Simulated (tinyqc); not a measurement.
# MOS capacitor on a p-type substrate, surface potential from the exact charge relation: effect of the density of interface traps on threshold and swing

Uniform p-type substrate, Boltzmann statistics, full ionisation, classical densities. psi is the surface potential against the body (positive when the bands bend down) and u = psi/Vt. Traps are spread evenly over the gap and neutral at flat band, so their charge is -q Dit psi; the minority quasi-Fermi level is shifted by Vb.

ni = sqrt(Nc Nv) exp(-Eg/(2 Vt)), Eg in volts; phiF = Vt ln(N/ni); Cox = eps0 eox/tox; Vfb = phiM - chi - (Eg - Vt ln(Nv/N)) - q Nf/Cox; VT = Vfb + [(2 phiF + Vb)(1 + q Dit/Cox) + sqrt(2 eps0 eps_r q N (2 phiF + Vb))/Cox]. gamma = sqrt(2 eps0 eps_r q N)/Cox; Wm = sqrt(2 eps0 eps_r (2 phiF + Vb)/(q N)); m = 1 + (eps0 eps_r/Wm + q Dit)/Cox; swing m Vt ln 10; Cmin/Cox = 1/(1 + Cox Wm/(eps0 eps_r)).

Values chosen for this exercise; band and dielectric values those of a made-up semiconductor: temperature T = 300 K; band gap Eg = 1.36 eV; relative permittivity eps_r = 14.2; conduction-band density of states at T Nc = 2.77e19 cm^-3; valence-band density of states at T Nv = 2.56e19 cm^-3; electron affinity chi = 4.99 eV; acceptor density of the substrate N = 1.3e16 cm^-3; relative permittivity of the gate insulator (close to silicon dioxide) eox = 3.9; insulator thickness tox = 4 nm; gate work function phiM = 5.65 eV; fixed charge at the interface, in units of q Nf = 1.5e10 cm^-2; reverse bias of the inversion layer against the body Vb = 0 V.

Constants: q = 1.602176634e-19 C, kB = 1.380649e-23 J/K, Vt = kB T/q, eps0 = 8.8541878128e-14 F/cm where lengths are in cm. Results are converted to the units shown.

The same in every row: Vfb (V) = -0.50669; 2 phiF (V) = 0.96577; gamma (V^0.5) = 0.083831; Wm (nm) = 341.46; Cmin/Cox = 0.040907.

Results:
```
Dit (cm^-2 eV^-1)   VT (V)       m  swing (mV/decade)
0                  0.54146  1.0427             62.065
1e10               0.54326  1.0445             62.176
3e10               0.54684  1.0482             62.397
1e11               0.55939  1.0612             63.170
3e11               0.59524  1.0983             65.380
3e12                1.0792  1.5994             95.208
1e13                2.3338  2.8986             172.54
```

Estimate the missing row, Dit = 1e12 cm^-2 eV^-1.

Computed row:
```
Dit (cm^-2 eV^-1)   VT (V)       m  swing (mV/decade)
1e12               0.72070  1.2282             73.113
```

With this row back in the table: As Dit goes from 0 to 1e13, VT rises from 0.541 to 2.33 V, the swing rises from 62.1 to 173 mV/decade and Cmin/Cox stays at 0.0409. Vfb does not move.

Computed by the program tinyqc: `OMP_NUM_THREADS=1 python tinyqc.py 2060113 2060114 out.jsonl`, one thread of a shared Intel Xeon 2.30GHz, about 0.01 s for the whole run.
